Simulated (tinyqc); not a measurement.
# Convergence with the mesh in the empty well

In an empty well of width L and depth Vb, level k solves kw L/2 = (k - 1) pi/2 + arctan(sqrt((mw/mb)(Vb - E)/E)) with kw = sqrt(mw E/C), C = hbar^2/(2 m0). Mesh: N intervals across the well, hz = L/N, nodes at (i + 1/2) hz from an edge, mass (mw + mb)/2 on the interval that holds an interface, walls 3 L outside the edges; H_ii = C (1/m_(i-1/2) + 1/m_(i+1/2))/hz^2 + V_i, H_(i,i+1) = -C/(m_(i+1/2) hz^2). No field, no charge.

Values chosen for this exercise; material values those of a made-up well:

| symbol | value | unit | meaning |
|---|---|---|---|
| mw | 1.11 | m0 | mass along z in the well |
| mb | 1.1 | m0 | mass along z in the barriers |
| Vb | 0.175 | eV | barrier height |
| L | 4.2003 | nm | well width |

Constants: q = 1.602176634e-19 C, hbar = 1.054571817e-34 J s, m0 = 9.1093837015e-31 kg, hbar^2/(2 m0) = 0.0380998212 eV nm^2. Results are converted to the units shown.

The same in every row: exact E1 (meV) = 13.06.

Convergence with the mesh in the empty well:
```
N    E1 on the mesh (meV)  error (%)
4                   10.66      -18.3
8                   12.30      -5.84
16                  12.85      -1.58
32                  13.00     -0.403
64                  13.04     -0.101
128                 13.05    -0.0254
```

Read the table: what changes, and by how much?

The error goes from -18 % to -0.025 %; between N = 32 and 64 it shrinks by a factor of 4.0, the 4 of a second-order scheme.

tinyqc, about 0.1 s, one thread, Intel Xeon 2.30GHz (shared host): `OMP_NUM_THREADS=1 python tinyqc.py 2140008 2140009 out.jsonl`
